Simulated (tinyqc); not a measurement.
Inside a calculation: metal-induced gap states at the contact of a metal chain and a two-band chain. Values are carried at full precision from step to step, so a last printed digit may differ when a step is redone from the rounded ones.

The semiconductor alternates sites A at -Eg/2 and C at +Eg/2 with hopping -t; the gap runs from -Eg/2 to Eg/2. In the gap cosh(q a) = 1 + (Eg^2/4 - E^2)/(2 t^2) and the amplitude changes by -exp(-q a) a period. The metal has site energy 0 and hopping -tm; its end site has g_m = (E - i sqrt(4 tm^2 - E^2))/(2 tm^2). Sites 1, 2, ... count into the semiconductor, with energies e1, e2 alternating. The clean half chain has g1 = 1/(E - e1 - t^2 g2), g2 = 1/(E - e2 - t^2 g1), decaying root. With the contact G11 = 1/(1/g1 - tc^2 g_m), and the density on site j is -Im G_jj/pi = |psi_j/psi_1|^2 (-Im G11/pi), per spin, with psi_2/psi_1 = -t g2, psi_3/psi_2 = -t g1.

Constants: e^2/(4 pi eps0) = 14.39964547 eV angstrom.

Inputs chosen for the exercise (gap and optical dielectric constant near those of HfO2; the chain itself is a model; the results hold for these values, not for the real material): Eg = 5.87 eV (gap); t = 1.81 eV (hopping in the semiconductor); a = 3.6 angstrom (period (two sites); one chain for each area a^2); E = -2.07 eV (energy from mid-gap); tm = 3.08 eV (hopping in the metal); tc = 1.18 eV (hopping across the contact); end = A (site that touches the metal); eps = 3.9 (dielectric constant).

## Decay in the gap

Form cosh(q a), l = exp(-q a), q and the decay length 1/(2q) of the density.

cosh(q a) = 1.66074
l = 0.33482
q = 0.30393 1/angstrom
xi, the decay length of the density = 1.645 angstrom

## Green functions

The decaying root is g1 = (1 - l)/(E - e1), g2 = (1 - l)/(E - e2), l = exp(-q a). Form them, g_m and G11.

g1, g2 (1/eV): 0.76899  -0.13290

g_m = -0.10910-0.30579i 1/eV
G11 = 0.63405-0.18589i 1/eV

## Density site by site

D1 = -Im G11/pi, D2 = (t g2)^2 D1, and each further period multiplies by l^2. The sum over all sites is (D1 + D2)/(1 - l^2). The Green functions stand in the order g1, g2.

density on sites 1 to 8 (1/eV): 0.05917  0.00342  0.00663  0.00038  0.00074  0.00004  0.00008  0.00000

Ds, the density per spin summed over the semiconductor = 0.07050 1/eV

The first period holds 89 % of the gap states at this energy.

## Pinning factor

Gap states per area N = 2 Ds/a^2 (two spins). Charge in them sits a distance xi from the metal, so S = 1/(1 + 4 pi e^2 N xi/eps), e^2 meaning e^2/(4 pi eps0); S is the change of the barrier per change of the metal work function.

N = 1.088e+14 1/(eV cm^2)
4 pi e^2 N xi/eps = 0.8304
S = 0.5463

Partial pinning, between the Bardeen (0) and Schottky (1) limits.

## Checks

- g1 from the closed form against decimation: both 0.768992.

Program tinyqc; command `OMP_NUM_THREADS=1 python tinyqc.py 1481598 1481599 out.jsonl`; about 0.01 s on one thread of a shared Intel(R) Xeon(R) Processor @ 2.30GHz.
